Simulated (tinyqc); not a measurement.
Energy against buckling: buckled dimers of a reconstructed (001) surface, two dangling bonds a dimer.

In a dimer one atom moves up by z and the other down by z; the dangling bond of the up atom (more s-like) falls by gm z and that of the down atom rises by gm z. With all dimers tilted alike: H(k) = [[-gm z - 2 ta cos k, -tp - 2 tx cos k], [., gm z - 2 ta cos k]], k along the row in 1/a. Two electrons a dimer fill the lowest N of the 2N levels on the mesh k_j = (j + 1/2) pi/N. Total energy a dimer: W(z) = (2/N) sum of the filled levels + kf z^2. Repulsion between electrons is left out.

Parameters, chosen for this exercise (of the size met on diamond (001); not measured data):
```
symbol  value  unit           meaning
tp      1.19   eV             pi coupling inside a dimer
ta      0.19   eV             coupling between like atoms along the row
tx      0.04   eV             diagonal coupling along the row
gm      2.31   eV/angstrom    shift of a dangling bond with height
kf      6      eV/angstrom^2  force constant of buckling
N       12                    k points
```

W relative to z = 0; gap as lowest upper less highest lower level on 201 points from 0 to pi.

Per dimer (eV):
```
z (angstrom)  band energy  elastic       W     gap
0.00               0.0000   0.0000  0.0000  1.6200
0.05              -0.0112   0.0150  0.0038  1.6312
0.10              -0.0445   0.0600  0.0155  1.6646
0.15              -0.0990   0.1350  0.0360  1.7192
0.20              -0.1734   0.2400  0.0666  1.7937
0.30              -0.3747   0.5400  0.1653  1.9953
0.40              -0.6340   0.9600  0.3260  2.2548
0.50              -0.9376   1.5000  0.5624  2.5586
0.60              -1.2746   2.1600  0.8854  2.8956
```

What does the comparison show, and why?

No row lies below the flat dimer. The band energy falls as z^2 at first and linearly, as -2 gm z, once gm z is far above tp, so the elastic term always wins at large z. The gap is open at all z.

tinyqc: `OMP_NUM_THREADS=1 python tinyqc.py 1480498 1480499 out.jsonl`; about 0.01 s, one thread, shared Intel(R) Xeon(R) Processor @ 2.30GHz.
